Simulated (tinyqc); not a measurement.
# AlGaN/GaN HEMT with access regions, lumped model: several studies

A polarisation-induced electron sheet under a Schottky gate, in series with two ungated access regions and contacts. Drift law v = mu E/(1 + mu E/vs) under the gate. Currents in mA/mm, resistances in ohm mm. No self-heating, no channel-length modulation; fits for polarisation, barrier and offset are chosen for the exercise.

Inputs (values chosen for the exercise); values close to those of AlGaN/GaN structures:
```
symbol  value        unit                                               meaning
x        0.21                                    aluminium share of the barrier
d          18          nm                                     barrier thickness
eps_r     9.5                      relative permittivity of barrier and channel
mu       1100  cm^2/(V s)                                      channel mobility
vs      1.1e7        cm/s                                   saturation velocity
Lg       0.25          um                                           gate length
Ls          1          um                                  source access length
Ld         16          um                                   drain access length
Rc       0.25      ohm mm                            resistance of each contact
ft          0              share of the drain-access electrons removed by traps
Vg         -1           V                                          gate voltage
Ec        2.9       MV/cm                                        critical field
te       0.47          um          depth over which the depleted charge spreads
ei        3.9                           relative permittivity of that insulator
```

Constants: q = 1.602176634e-19 C, eps0 = 8.8541878128e-14 F/cm where lengths are in cm. Results are converted to the units shown.

Each table varies one quantity; the others keep the values above.

## Output curve without and with trapping

sigma = (5e13 x + 1.6e13 x^2) cm^-2, phiB = 0.84 + 1.3 x, dEc = 0.7 (1.71 x + x^2) in volts, Cb = eps0 eps_r/d, VT = phiB - dEc - q sigma/Cb, access density n0 = -Cb VT/q. Access resistance R(L, n) = L/(q mu n sqrt(1 - (I/(q n vs))^2)); Rs = Rc + R(Ls, n0), Rd = Rc + R(Ld, (1 - ft) n0). Vg' = Vg - I Rs, Vd' = Vd - I (Rs + Rd); with u = Vg' - VT, Vc = vs Lg/mu and w the smaller of Vd' and Vc [sqrt(1 + 2 u/Vc) - 1] (0 if negative), the channel gives (mu Cb/Lg)(u w - w^2/2)/(1 + w/Vc). I equals that channel current. The two columns take ft = 0 and ft = 0.3; collapse = 1 - (second)/(first).

Output curve without and with trapping:

| Vd (V) | I, ft = 0 (mA/mm) | I, ft = 0.3 (mA/mm) | collapse (%) |
|---|---|---|---|
| 0.25 | 21.31 | 15.47 | 27.40 |
| 0.5 | 42.57 | 30.92 | 27.38 |
| 1 | 84.92 | 61.71 | 27.32 |
| 2 | 168.5 | 122.6 | 27.20 |
| 3 | 249.6 | 182.2 | 27.01 |
| 4 | 327.2 | 239.9 | 26.69 |
| 6 | 458.3 | 347.3 | 24.22 |
| 8 | 465.8 | 439.5 | 5.63 |
| 12 | 465.8 | 465.8 | 0.00 |

Read the table: what changes, and by how much?

Without trapping the current rises from 21.3 to 466 mA/mm and first comes within 2 % of its last value at Vd = 6 V among the rows; with trapping that knee lies at 12 V. The collapse is 27 % in the first row, at most 27 % and 0 % in the last: once the gated channel saturates, the drain access only takes spare voltage. At Vd = 12 V the power passes 5 W/mm, where self-heating, left out here, lowers the current.

## Effect of the gate length

Same model as above.

Isat is I at Vd = 10 V, gm = dIsat/dVg, Ron the limit of Vd/I at small Vd.

The same in every row: VT (V) = -3.011; n0 (cm^-2) = 8.783e12.

Effect of the gate length:

| Lg (um) | Ron (ohm mm) | Isat (mA/mm) | gm (mS/mm) |
|---|---|---|---|
| 0.05 | 11.53 | 579.3 | 303.5 |
| 0.09 | 11.57 | 545.5 | 295.5 |
| 0.16 | 11.64 | 504.0 | 284.5 |
| 0.29 | 11.76 | 451.8 | 268.5 |
| 0.52 | 11.99 | 391.6 | 247.2 |
| 0.93 | 12.38 | 324.7 | 219.5 |
| 1.7 | 13.13 | 252.3 | 184.2 |
| 3 | 14.39 | 187.2 | 147.0 |

As Lg goes from 0.05 to 3 um, Ron rises from 11.5 to 14.4 ohm mm, Isat falls from 579 to 187 mA/mm and gm falls from 303 to 147 mS/mm. The ceiling Cb vs is 514 mS/mm. For Lg = 0.05 to 0.16 um the power passes 5 W/mm, where self-heating, left out here, lowers the current.

## Field plate: effect of the insulator under the field plate

Off state: a depleted stretch that holds the voltage V has the peak field sqrt(k V), k = 2 q n0/(eps0 eps_r te), so one edge holds V1 = Ec^2/k. The sheet under the plate pinches off at Vf = q n0 (1/Cb + tf/(eps0 ei)); beyond it the gate edge is screened. BV = V1 if Vf >= V1, else Vf + V1, and at most Ec Ld.

The same in every row: V1 (V) = 118.14; Ec Ld (V) = 4640.0.

Field plate: effect of the insulator under the field plate:

| tf (nm) | Vf (V) | BV (V) |
|---|---|---|
| 28 | 14.421 | 132.56 |
| 42 | 20.126 | 138.27 |
| 62 | 28.276 | 146.42 |
| 93 | 40.908 | 159.05 |
| 140 | 60.060 | 178.20 |
| 200 | 84.509 | 202.65 |
| 300 | 125.26 | 118.14 |
| 450 | 186.38 | 118.14 |

Read the table: what changes, and by how much?

BV goes from 133 through a maximum of 203 (at tf = 200 nm among the rows listed) to 118 V. The plate helps (Vf < V1) in 6 of the 8 rows, and the access length caps BV in 0. The best thickness makes Vf just under V1, tf = 283 nm, where both edges reach Ec together and BV nears 2 V1.

Numbers from tinyqc (`OMP_NUM_THREADS=1 python tinyqc.py 2570014 2570015 out.jsonl`; about 0.01 s on one thread of a shared Intel Xeon 2.30GHz).
